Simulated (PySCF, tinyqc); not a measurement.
Starting guesses with plain Roothaan steps: SCF starting guesses in the sto-3g basis, for H2, spin multiplicity 1. Computed by the program tinyqc with PySCF. 

Geometry (angstrom):
```
atom,x,y,z
H,0.0000,0.0000,0.0000
H,0.0000,0.0000,1.2990
```

lowest restricted solution found by these runs and by PySCF = -0.973430 hartree

RHF with one setting changed at a time; a run stops when the energy changes by less than 1e-09 hartree and the error matrix is below 1e-5. Starts: the lowest orbitals of the core Hamiltonian, of the Wolfsberg-Helmholz matrix (K = 1.75), projected atomic densities, random orbitals, and the highest orbitals of the core Hamiltonian (a deliberately bad start).

Largest element of the error matrix X^T (FDS - SDF) X:
```
iteration,core,Wolfsberg-Helmholz,atomic densities,random,highest core orbitals
1,3.4e-16,1.0e-16,2.4e-16,1.0e-02,3.1e-16
2,1.2e-16,1.0e-16,1.2e-16,2.1e-01,3.2e-15
3,-,-,1.0e-16,1.9e-01,-
4,-,-,-,1.9e-02,-
5,-,-,-,1.9e-03,-
6,-,-,-,1.8e-04,-
8,-,-,-,1.7e-06,-
```

How each run ends:
```
run,iterations,E (hartree),state
core,2,-0.973430,lowest found
Wolfsberg-Helmholz,2,-0.973430,lowest found
atomic densities,3,-0.973430,lowest found
random,8,-0.973430,lowest found
highest core orbitals,2,-0.279989,higher
```

4 of 5 runs reach the lowest restricted solution found, in 2 to 8 iterations (fastest: core, Wolfsberg-Helmholz). Ending on a higher stationary point: highest core orbitals; a small error matrix cannot reveal that, and an occupation fixed by the start is kept by symmetry or by the shape of the basin. The first errors are 3e-16, 1e-16, 2e-16, 1e-02, 3e-16. The restricted reference is unstable here: a spin-polarised solution lies 0.0108 hartree lower (PySCF), so results built on it describe a poor reference.
